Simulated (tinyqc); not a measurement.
From results back to parameters: donor level screened by free carriers (Yukawa potential). Five cases, with inputs chosen for the exercise.

Problem. With Debye screening alone, ks^2 = 4 pi q n/(eps kB T), 1e18/cm^3 = 1e-6/angstrom^3. The converged binding was computed from a hidden density.

Potential -(q/(eps r)) exp(-ks r), q = e^2/(4 pi eps0). In units Ry* = Ry m/eps^2 and a* = a0 eps/m the problem is [-Laplacian - 2 exp(-x r)/r] psi = E psi with x = ks a*.

Converged values use 18 functions exp(-z r), z = 1.55^i, i = -11 to 6: S = 2/A^3, H = z_i z_j S - 2/(A + x)^2, A = z_i + z_j.

Constants: e^2/(4 pi eps0) = 14.39964547 eV angstrom; kB = 8.617333262e-05 eV/K.

Case 1.

Values chosen (out of a larger set: near those of a donor in 4H SiC, with one mean mass; not measured data): eps = 9.6 (dielectric constant); T = 300 K (temperature).

Ry* = 56.690 meV
a* = 13.23 angstrom
binding = 6.0217 meV

Case 2.

Values chosen (out of a larger set: near those of a donor in InP, with one mean mass; not measured data): eps = 12.8 (dielectric constant); T = 200 K (temperature).

Ry* = 6.809 meV
a* = 82.60 angstrom
binding = 1.7785 meV

Case 3.

Values chosen (out of a larger set: near those of a donor in InP, with one mean mass; not measured data): eps = 12.3 (dielectric constant); T = 77 K (temperature).

Ry* = 7.374 meV
a* = 79.38 angstrom
binding = 1.3121 meV

Case 4.

Values chosen (out of a larger set: near those of a donor in Si, with one mean mass; not measured data): eps = 12 (dielectric constant); T = 400 K (temperature).

Ry* = 28.818 meV
a* = 20.82 angstrom
binding = 15.3882 meV

Case 5.

Values chosen (out of a larger set: near those of a donor in Si, with one mean mass; not measured data): eps = 11.9 (dielectric constant); T = 200 K (temperature).

Ry* = 28.535 meV
a* = 21.20 angstrom
binding = 10.2222 meV

Find: x; n.

Solution. The binding in Ry* falls steadily with x, so bisection gives x; then n = (x/a*)^2 eps kB T/(4 pi q).

Case 1.

x = 0.766
n = 4.6 x 1e18/cm^3

Case 2.

x = 0.539
n = 0.052 x 1e18/cm^3

Case 3.

x = 0.647
n = 0.030 x 1e18/cm^3

Case 4.

x = 0.286
n = 0.43 x 1e18/cm^3

Case 5.

x = 0.436
n = 0.48 x 1e18/cm^3

Computed by tinyqc, one run a case: `OMP_NUM_THREADS=1 python tinyqc.py N N+1 out.jsonl` with N = 1280870, 1280885, 1280886, 1280927, 1281058; one thread of a shared Intel(R) Xeon(R) Processor @ 2.30GHz, about 0.02 s a run at most.
